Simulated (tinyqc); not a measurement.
Lifetime from the storage time.

Question. In the charge-control model of a long diode dQ/dt = -Ir - Q/tau after the current is switched from If to -Ir, with Q(0) = If tau; the storage time ends at Q = 0. Find tau, the stored charge and the share of it that leaves through the terminals.

forward and reverse current (mA): 8.6  8.5
storage time = 17.475308 ns

Solution. Integrating gives ts = tau ln(1 + If/Ir). The extracted charge is Ir ts; the rest recombines.

tau = 25.0 ns
stored charge = 0.215 nC
share extracted = 69.1 %

Computed by the program tinyqc: `OMP_NUM_THREADS=1 python tinyqc.py 2230149 2230150 out.jsonl`, one thread of a shared Intel Xeon 2.30GHz, about 0.01 s for the whole run.
